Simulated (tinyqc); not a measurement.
Non-radiative capture by multiphonon emission, one effective mode: one step, computed by the program tinyqc. Command: `OMP_NUM_THREADS=1 python tinyqc.py 3020151 3020152 out.jsonl capture walk`. One thread of a shared host (Intel(R) Xeon(R) Processor @ 2.30GHz), about 0.01 s of CPU time with the checks.

The initial state (free carrier plus empty centre) lies dE above the final state; both have the same frequency and are displaced by dQ.

Problem. Scaled coefficient, cross-section and lifetime. Sommerfeld factor of a repulsive centre: s(k) = 2 pi nu/(exp(2 pi nu) - 1), nu = sqrt(Ry*/E), Ry* = Ry m/eps^2, averaged over (2/sqrt(pi)) sqrt(x) exp(-x) dx with x = E/k_B T = t^2 (trapezoid, t to 6 in steps of 0.01). C = s C_0; v = sqrt(3 k_B T/m); sigma = C/v; tau = 1/(C N_t).

Inputs (values chosen for the exercise, with mass, screening and phonons like those of diamond):

| quantity | value | unit |
|---|---|---|
| carrier mass m | 0.554 | m_0 |
| dielectric constant eps | 5.67 | - |
| temperature T | 300 | K |
| defect density N_t | 3e+13 | cm^-3 |

Centre: repulsive.

C_0 = 2.071831e-11 cm^3/s

Constants: Ry = 13.605693123 eV; k_B = 8.617333262e-05 eV/K; k_B = 1.380649e-23 J/K; m_0 = 9.1093837015e-31 kg.

Give: Sommerfeld factor s; capture coefficient C; thermal velocity v; cross-section sigma; capture time.

Solution.

Sommerfeld factor s = 1.4153e-04

capture coefficient C = 2.9323e-15 cm^3/s

thermal velocity v = 1.5691e+07 cm/s

cross-section sigma = 1.8688e-22 cm^2

capture time = 11.367 s

Caution: the effective Bohr radius is under 10 angstrom, so the effective-mass Sommerfeld factor is rough.
